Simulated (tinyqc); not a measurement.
From one set of inputs to another, one input at a time: binary melting diagram from solution models of liquid and solid. Computed by tinyqc, a small Python program. Command: `OMP_NUM_THREADS=1 python tinyqc.py 3011329 3011330 out.jsonl melt ladder`. One thread of a shared host (Intel(R) Xeon(R) Processor @ 2.30GHz), about 0.01 s of CPU time with the checks.

x is the fraction of B. In a phase with interaction L: mu_A = G_A + R T ln(1 - x) + L x^2, mu_B = G_B + R T ln x + L (1 - x)^2. Melting: G(liquid) - G(solid) = H (1 - T/T_m) for each pure component.

The inputs printed are set A. Inputs not listed in the table keep their values of set A, so the rows need not describe a real material.

Inputs (values chosen for the exercise, modelled on Si-Ge): melting point T_A = 1687 K; melting point T_B = 1211 K; heat of melting H_A = 49.7 kJ/mol; heat of melting H_B = 36.8 kJ/mol; liquid interaction L_L = 6.9 kJ/mol; solid interaction L_S = 3.3 kJ/mol; position of T, (T - T_A)/(T_B - T_A) = 0.82; dilute content c0 of B = 0.0041; growth number V delta/D = 0.14.

Diagram: complete solid solution (lens).

Constants: R = 8.314462618 J/(mol K).

Method:
- T = T_A + u (T_B - T_A). The ideal solution has k_A = exp(dG_A/(R T)) = (1 - xs)/(1 - xl) and k_B = exp(dG_B/(R T)) = xs/xl, so xl = (1 - k_A)/(k_B - k_A).
- Equal potentials: F_A = dG_A + R T ln[(1 - xl)/(1 - xs)] + L_L xl^2 - L_S xs^2 = 0, F_B = dG_B + R T ln(xl/xs) + L_L (1 - xl)^2 - L_S (1 - xs)^2 = 0. Newton steps from the ideal values with the exact Jacobian, halved if x would leave (0, 1); stop below 1e-12, residuals under 1e-7 shown as 0.
- At T_A, k0 = exp[(dG_B(T_A) + L_L - L_S)/(R T_A)]; van 't Hoff: m_L = -R T_A^2 (1 - k0)/H_A per unit fraction. Burton-Prim-Slichter: k_eff = k0/[k0 + (1 - k0) exp(-V delta/D)]. Freezing range of c0: |m_L| c0 |1 - k0|/k0.

Each row keeps all changes above it:
```
input moved                      from    to  liquidus xl  solidus xs  liquidus slope m_L (K)
set A                               -     -      0.93527     0.71899                 -256.67
solid interaction L_S (kJ/mol)    3.3  0.56      0.94908     0.74416                 -209.34
melting point T_B (K)            1211   685      0.98976     0.24633                 -459.99
melting point T_A (K)            1687  1470      0.98912     0.31539                 -342.23
heat of melting H_A (kJ/mol)     49.7  43.8      0.98396     0.31373                 -388.33
liquid interaction L_L (kJ/mol)   6.9  -3.2      0.93476     0.29681                 -400.63
heat of melting H_B (kJ/mol)     36.8  8.08      0.97617     0.76216                 -268.83
```

Where does the difference come from?

Liquidus xl goes from 0.935 to 0.976, a factor 1.04 in all. The largest single move comes from liquid interaction L_L (a factor 0.950), but it runs against the net change; the largest move in the direction of the net change is heat of melting H_B (a factor 1.04). Solidus xs goes from 0.719 to 0.762, a factor 1.06 in all. The largest single move comes from melting point T_B (a factor 0.331), but it runs against the net change; the largest move in the direction of the net change is heat of melting H_B (a factor 2.57). Liquidus slope m_L goes from -257 to -269, -12.2 in all. The largest single move comes from melting point T_B (-251), and heat of melting H_B works against it (+132). The single moves hold for this order of the switches; the total does not depend on the order.

Extremes, crossings and ranges named in words are read from the listed rows.
